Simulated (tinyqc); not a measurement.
Velocity overshoot from momentum and energy balance equations after a field step: one step, computed by the program tinyqc.

At t = 0 the field jumps from 0 to F in a uniform sample. v is the drift velocity and u = w - (3/2) k_B T the excess energy per carrier.

Task: First four steps. dv/dt = e F/m - v/tau_m(u), du/dt = e F v - u/tau_E, tau_m(u) = tau_0/(1 + c u), tau_0 = m mu_0/e, c = mu_0/(e tau_E v_s^2); this choice gives the steady state v (1 + mu_0 F v/v_s^2) = mu_0 F, which saturates at v_s. Step: v_new = (v + dt e F/m)/(1 + dt/tau_m(u)), u_new = (u + dt e F v_new)/(1 + dt/tau_E). Start v = u = 0; the distance adds dt (v + v_new)/2.

Inputs (values chosen for the exercise, modelled on electrons in silicon except for tau_E): energy relaxation time tau_E = 0.31 ps; field after the step F = 36 kV/cm; lattice temperature T = 300 K; time step dt = 4.1 fs.

Scheme: implicit in the damping.

c = 57.16812 1/eV

tau_0 = 221.7396 fs

acceleration e F/m = 0.02435289 1e7 cm/s per fs

Give: Steps.

Result:

Steps:
```
step  t (fs)  v (1e7 cm/s)    u (eV)  tau_m (fs)
1        4.1        0.0980  0.000143       219.9
2        8.2        0.1943  0.000424       216.5
3       12.3        0.2886  0.000839       211.6
4       16.4        0.3811  0.001383       205.5
```
